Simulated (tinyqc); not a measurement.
Inside a calculation. Method: Pariser-Parr-Pople SCF with singles CI, for the molecule C=Nc1ccccc1 (SMILES; centres numbered as the heavy atoms are written). One step of it, computed by the program tinyqc.

Question. Iteration 2: orbitals and new P. Diagonalise F (the basis is taken as orthonormal) and form P = 2 sum c c over the lowest orbitals.

F (eV):
```
           1C         2N         3C         4C         5C         6C         7C         8C
1C  -5.600971  -5.146039   0.090901   0.337387  -0.010117  -0.206582  -0.008340   0.426951
2N  -5.146039  -7.831578  -3.702138   0.034524   0.060410  -0.011410   0.049820   0.033072
3C   0.090901  -3.702138  -5.305179  -4.187093  -0.004824   0.542975  -0.003923  -4.188858
4C   0.337387   0.034524  -4.187093  -5.419426  -4.353245   0.003643   0.569909  -0.005943
5C  -0.010117   0.060410  -0.004824  -4.353245  -5.494243  -4.302034   0.000676   0.565815
6C  -0.206582  -0.011410   0.542975   0.003643  -4.302034  -5.530175  -4.307274   0.003477
7C  -0.008340   0.049820  -0.003923   0.569909   0.000676  -4.307274  -5.545169  -4.345960
8C   0.426951   0.033072  -4.188858  -0.005943   0.565815   0.003477  -4.345960  -5.536000
```

pi electrons, sum of z_r less the charge = 8

Give: orbital energies; P after iteration 2.

Answer.

orbital energies (eV): -14.257  -12.508  -10.414  -9.720  -2.010  -0.579  0.372  2.853

P after iteration 2:
```
        1C      2N      3C      4C      5C      6C      7C      8C
1C   0.824   0.909  -0.050  -0.228   0.008   0.175   0.008  -0.239
2N   0.909   1.190   0.366  -0.011  -0.040   0.003  -0.031  -0.011
3C  -0.050   0.366   0.974   0.618   0.008  -0.310   0.000   0.620
4C  -0.228  -0.011   0.618   0.998   0.678  -0.002  -0.325   0.007
5C   0.008  -0.040   0.008   0.678   1.001   0.659  -0.003  -0.322
6C   0.175   0.003  -0.310  -0.002   0.659   1.003   0.662  -0.006
7C   0.008  -0.031   0.000  -0.325  -0.003   0.662   1.003   0.674
8C  -0.239  -0.011   0.620   0.007  -0.322  -0.006   0.674   1.007
```
